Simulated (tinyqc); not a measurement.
Molecular dynamics of a small cluster by velocity Verlet steps: one step, computed by the program tinyqc.

E = sum_(i<j) phi(r_ij), phi(r) = eps [exp(-2 alpha (r - r0)) - 2 exp(-alpha (r - r0))]; the force on i is -sum_j phi'(r_ij) (R_i - R_j)/r_ij.

Task: State at the start. Velocity Verlet: a = c F/M with c = 9.648533212e-3 angstrom/fs^2 per eV/(angstrom u); R(new) = R + v dt + a dt^2/2; v(new) = v + (a + a(new)) dt/2. Kinetic energy K = M v^2/(2c); temperature T = 2K/((3N - 3) k_B), rotation of the cluster included. After each step v is scaled by sqrt(1 + (dt/tau)(T0/T - 1)).

Inputs (values chosen for the exercise, for model atoms):
```
quantity               value        unit
length r0                2.6    angstrom
well depth eps          0.43          eV
stiffness alpha         1.41  1/angstrom
atomic mass M            182           u
time step dt             9.5          fs
target temperature T0    300           K
coupling time tau        500          fs
```

Potential: Morse. Thermostat: Berendsen.

starting positions (angstrom):
```
            x      y      z
atom 1   0.04  -0.05  -0.02
atom 2    2.6  -0.04      0
atom 3   2.61   2.61  -0.02
atom 4  -0.09   2.63  -0.02
atom 5   1.27   1.24   1.85
atom 6   1.28    1.3  -1.85
```

starting velocities (angstrom/fs):
```
               x         y         z
atom 1   0.00011   0.00236  -0.00047
atom 2   0.00057  -0.00143  -0.00097
atom 3   0.00231    -2e-05   0.00169
atom 4  -0.00092  -0.00098  -0.00046
atom 5     6e-05  -0.00039   0.00018
atom 6  -0.00213   0.00046     3e-05
```

Constants: 1 eV/(angstrom u) = 9.648533212e-03 angstrom/fs^2; k_B = 8.617333262e-05 eV/K.

Give: forces; potential energy; kinetic energy; temperature.

Result:

forces (eV/angstrom):
```
               x         y         z
atom 1   0.03872   0.24114  -0.00975
atom 2  -0.09769   0.24862  -0.02755
atom 3  -0.34815  -0.29133   0.06277
atom 4   0.37975  -0.35508   0.04719
atom 5   0.01359   0.13486  -0.36996
atom 6   0.01377   0.02179   0.29730
```

potential energy = -5.6004 eV

kinetic energy = 0.22882 eV

temperature = 354.05 K
